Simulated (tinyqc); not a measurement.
Surface Green function of a square-lattice strip three rows wide, Sancho-Rubio decimation: one step of the calculation.

A semi-infinite lead of cells 0, 1, 2, ... with H0 inside a cell and H1 = <cell i|H|cell i + 1>. A cell is one column of three sites. z = E + i eta.

Problem. Self-energy, Dyson check and densities of states. Sigma = H1 g_s H1^dagger is what the lead adds to one more cell, and (z - H0 - Sigma)^(-1) must give g_s back. Densities of states: -Im of the diagonals over pi.

Values chosen for this exercise:
```
symbol,value,unit,meaning
E,1.44,eV,energy
eta,0.001,eV,broadening
```

H0 (eV):
```
       1      2      3
1   0.11  -0.45      0
2  -0.45  -0.25  -0.45
3      0  -0.45   0.32
```

H1 (eV):
```
    1   2   3
1  -1   0   0
2   0  -1   0
3   0   0  -1
```

converged surface Green function g_s (1/eV):
```
                         1                       2                        3
1   0.58672211-0.65102371i  0.08486575+0.32408409i  -0.06180475+0.08497920i
2   0.08486575+0.32408409i  0.59280996-0.30677724i   0.11370796+0.28442713i
3  -0.06180475+0.08497920i  0.11370796+0.28442713i   0.51058462-0.75203081i
```

converged bulk Green function (1/eV):
```
                        1                       2                       3
1  0.27132218-0.48783469i  0.48733548+0.20999319i  0.21512421+0.13276262i
2  0.48733548+0.20999319i  0.87631477-0.18707752i  0.38694419+0.14803730i
3  0.21512421+0.13276262i  0.38694419+0.14803730i  0.17106126-0.50735405i
```

Find: Sigma; (z - H0 - Sigma)^(-1); surface density of states; bulk density of states.

Solution.

Sigma (eV):
```
                   1                 2                  3
1   0.58672-0.65102i  0.08487+0.32408i  -0.06180+0.08498i
2   0.08487+0.32408i  0.59281-0.30678i   0.11371+0.28443i
3  -0.06180+0.08498i  0.11371+0.28443i   0.51058-0.75203i
```

(z - H0 - Sigma)^(-1) (1/eV):
```
                   1                 2                  3
1   0.58672-0.65102i  0.08487+0.32408i  -0.06180+0.08498i
2   0.08487+0.32408i  0.59281-0.30678i   0.11371+0.28443i
3  -0.06180+0.08498i  0.11371+0.28443i   0.51058-0.75203i
```

```
orbital  surface density of states (1/eV)  bulk density of states (1/eV)
1                                 0.20723                        0.15528
2                                 0.09765                        0.05955
3                                 0.23938                        0.16150
```

Numbers from tinyqc (`OMP_NUM_THREADS=1 python tinyqc.py 2680121 2680122 out.jsonl`; about 0.1 s on one thread of a shared Intel Xeon 2.30GHz).
